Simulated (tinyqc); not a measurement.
# Resistive crossbar, vector-matrix product with wire resistance: effect of the wire resistance

2 rows and 2 columns. Cell (i, j) joins row node wij to column node bij. Each row is driven at its left end through one wire segment rw; neighbouring nodes along a row or a column are joined by rw; each column ends below the last row in one more rw and a virtual ground, where its current is read. Ideal output: I_j = sum_i V_i G_ij.

The nodal equations (Kirchhoff current law at every node) are solved for each rw; errors are I_j/ideal - 1.

Inputs (values chosen for the exercise):
```
symbol,value,unit,meaning
V,"[0.05, 0.1]",V,input voltages of the rows
```

cell conductances G (uS):

|  | column 1 | column 2 |
|---|---|---|
| row 1 | 190 | 48 |
| row 2 | 94 | 20 |

Result of one run:

| rw (ohm) | error, column 1 (%) | error, column 2 (%) |
|---|---|---|
| 50 | -2.697 | -1.518 |

What becomes of these results when the wire resistance between neighbouring cells rw is changed from 50 to 1 ohm, all else the same?

Result of the changed run:

| rw (ohm) | error, column 1 (%) | error, column 2 (%) |
|---|---|---|
| 1 | -0.05555 | -0.03109 |

The whole series:

| rw (ohm) | error, column 1 (%) | error, column 2 (%) |
|---|---|---|
| 1 | -0.05555 | -0.03109 |
| 2 | -0.1110 | -0.06216 |
| 5 | -0.2771 | -0.1552 |
| 10 | -0.5525 | -0.3096 |
| 20 | -1.098 | -0.6161 |
| 50 | -2.697 | -1.518 |
| 100 | -5.240 | -2.966 |
| 200 | -9.915 | -5.671 |
| 500 | -21.35 | -12.58 |

The error of the last column goes from -0.0311 % at rw = 1 ohm to -12.6 % at 500 ohm, as rw^(1.00) at the start and rw^(0.87) at the end. At 500 ohm the worst column is number 1.

Program tinyqc, `OMP_NUM_THREADS=1 python tinyqc.py 2880110 2880111 out.jsonl`; Intel Xeon 2.30GHz, shared host, one thread, about 0.03 s.
